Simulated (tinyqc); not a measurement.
Lifetime against injection: carrier lifetime from Shockley-Read-Hall, radiative, Auger and surface recombination. Computed by tinyqc, a small Python program. Command: `OMP_NUM_THREADS=1 python tinyqc.py 3014842 3014843 out.jsonl lifetime walk`. One thread of a shared host (Intel(R) Xeon(R) Processor @ 2.30GHz), about 0.02 s of CPU time with the checks.

Energies are counted from the top of the valence band. Boltzmann statistics, full ionisation, and equal excess densities of electrons and holes.

Inputs (values chosen for the exercise, with bands modelled on CdTe):

| quantity | value | unit |
|---|---|---|
| gap E_g | 1.5 | eV |
| electron mass m_e | 0.0957 | m_0 |
| valleys M_c | 1 | - |
| hole mass m_h | 0.608 | m_0 |
| temperature T | 250 | K |
| doping N | 5.2e+14 | cm^-3 |
| trap level E_t | 0.202 | eV |
| trap density N_t | 1.2e+12 | cm^-3 |
| electron cross-section sigma_n | 1.8e-17 | cm^2 |
| hole cross-section sigma_p | 6.9e-15 | cm^2 |
| radiative coefficient B | 2e-10 | cm^3/s |
| Auger coefficient C_n | 1.5e-31 | cm^6/s |
| Auger coefficient C_p | 2.3e-30 | cm^6/s |
| diffusion coefficient D | 3.5 | cm^2/s |
| surface velocity S | 2600 | cm/s |
| thickness W | 32 | micrometre |

Doping: n-type. Surface term: two equal surfaces.

Constants: m_0 = 9.1093837015e-31 kg; k_B = 1.380649e-23 J/K; h = 6.62607015e-34 J s; k_B = 8.617333262e-05 eV/K.

Method:
- N_c = 2 M_c (2 pi m_e k_B T/h^2)^(3/2) and N_v = 2 (2 pi m_h k_B T/h^2)^(3/2), masses in units of m_0.
- n_i = sqrt(N_c N_v) exp(-E_g/2 k_B T); majority density N/2 + sqrt(N^2/4 + n_i^2), minority density n_i^2 over it.
- v = sqrt(3 k_B T/m) with m_e or m_h; tau_n0 = 1/(sigma_n v_n N_t), tau_p0 = 1/(sigma_p v_p N_t); n1 = N_c exp(-(E_g - E_t)/k_B T), p1 = N_v exp(-E_t/k_B T).
- The slowest diffusion mode has x tan x = S W/(2 D) with 0 < x < pi/2 (bisection), and tau_s = W^2/(4 x^2 D). The common approximation is W/(2 S) + W^2/(pi^2 D).
- With n = n_0 + dn, p = p_0 + dn and U/dn = 1/tau: (n p - n_i^2)/dn = n_0 + p_0 + dn = s; 1/tau_SRH = s/[tau_p0 (n + n1) + tau_n0 (p + p1)]; 1/tau_rad = B s; 1/tau_Aug = (C_n n + C_p p) s; the rates add, with 1/tau_s.
- Rows stop below half the smaller effective density of states.

N_c = 5.65156e+17 cm^-3

N_v = 9.05014e+18 cm^-3

n_0 = 5.20e+14 cm^-3

p_0 = 5.67742e-09 cm^-3

tau_p0 = 8.83270e-06 s

n1 = 3.85159e-09 cm^-3

tau_n0 = 0.00134330 s

p1 = 7.66505e+14 cm^-3

tau_s = 8.73980e-07 s

Lifetimes (s):

| dn (cm^-3) | SRH | radiative | Auger | effective | radiative efficiency | fastest channel |
|---|---|---|---|---|---|---|
| 1.00e+10 | 0.0019889 | 9.6152e-06 | 2.4647e+01 | 8.0084e-07 | 0.08329 | surface |
| 1.00e+11 | 0.0019888 | 9.6135e-06 | 2.4573e+01 | 8.0082e-07 | 0.08330 | surface |
| 1.00e+12 | 0.0019877 | 9.5969e-06 | 2.3858e+01 | 8.0071e-07 | 0.08343 | surface |
| 1.00e+13 | 0.0019769 | 9.4340e-06 | 1.8408e+01 | 7.9955e-07 | 0.08475 | surface |
| 1.00e+14 | 0.0018862 | 8.0645e-06 | 4.9935e+00 | 7.8820e-07 | 0.09774 | surface |
| 1.00e+15 | 0.0015700 | 3.2895e-06 | 2.6024e-01 | 6.9021e-07 | 0.20982 | surface |
| 1.00e+16 | 0.0013836 | 4.7529e-07 | 3.8676e-03 | 3.0777e-07 | 0.64755 | radiative |
| 1.00e+17 | 0.0013554 | 4.9741e-08 | 4.0592e-05 | 4.7007e-08 | 0.94502 | radiative |

What does the comparison show, and why?

tau_SRH goes from 0.00199 s at low injection (225 times the minority capture time) to 0.00136 s in the last row; at high injection it tends to tau_n0 + tau_p0 = 0.00135 s. Ruling channel by row: surface from 1e10, radiative from 1e16 cm^-3.

Extremes, crossings and ranges named in words are read from the listed rows.
